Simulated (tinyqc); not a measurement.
Plane-wave Kohn-Sham cycle with exchange-only LDA in a layered model solid, step by step. One step of it, computed by the program tinyqc.

Task: Iteration 2: potential. V_H(G) = 4 pi rho(G)/G^2 for G != 0 (uniform background); v_x = -(3 rho/pi)^(1/3); V = V_ext + V_H + v_x; Fourier components f(G_m) = (1/N) sum_j f(x_j) exp(-i G_m x_j).

A solid whose potential varies along x alone (atomic units):
```
parameter                      value
period a                   14.500000
cross-section of the cell  32.000000
electrons per cell                 4
grid points                       16
plane waves -n..n, n               3
k points                           3
V1 in V1 cos(2 pi x/a)     -0.390000
```

density after iteration 1 (e/bohr^3): 0.01752201  0.01944067  0.01959920  0.01328179  0.00569766  0.00165553  0.00040422  0.00010476  0.00004135  0.00010476  0.00040422  0.00165553  0.00569766  0.01328179  0.01959920  0.01944067

Give: Potentials on the grid; V(G_m), m = 0, 1, 2, ....

Result:

Potentials on the grid (hartree):
```
x          V_ext      V_H      v_x        V
0.0000   -0.3900   0.7511  -0.2558   0.1054
0.9062   -0.3603   0.7032  -0.2648   0.0781
1.8125   -0.2758   0.5452  -0.2655   0.0039
2.7188   -0.1492   0.2800  -0.2332  -0.1024
3.6250         0  -0.0322  -0.1759  -0.2081
4.5312    0.1492  -0.3177  -0.1165  -0.2849
5.4375    0.2758  -0.5336  -0.0728  -0.3307
6.3438    0.3603  -0.6656  -0.0464  -0.3517
7.2500    0.3900  -0.7098  -0.0341  -0.3538
8.1562    0.3603  -0.6656  -0.0464  -0.3517
9.0625    0.2758  -0.5336  -0.0728  -0.3307
9.9688    0.1492  -0.3177  -0.1165  -0.2849
10.8750        0  -0.0322  -0.1759  -0.2081
11.7812  -0.1492   0.2800  -0.2332  -0.1024
12.6875  -0.2758   0.5452  -0.2655   0.0039
13.5938  -0.3603   0.7032  -0.2648   0.0781
```

V(G_m), m = 0, 1, 2, ... (hartree): -0.1650  0.1166  0.0205  -0.0014  -0.0007  -0.0004  0.0004
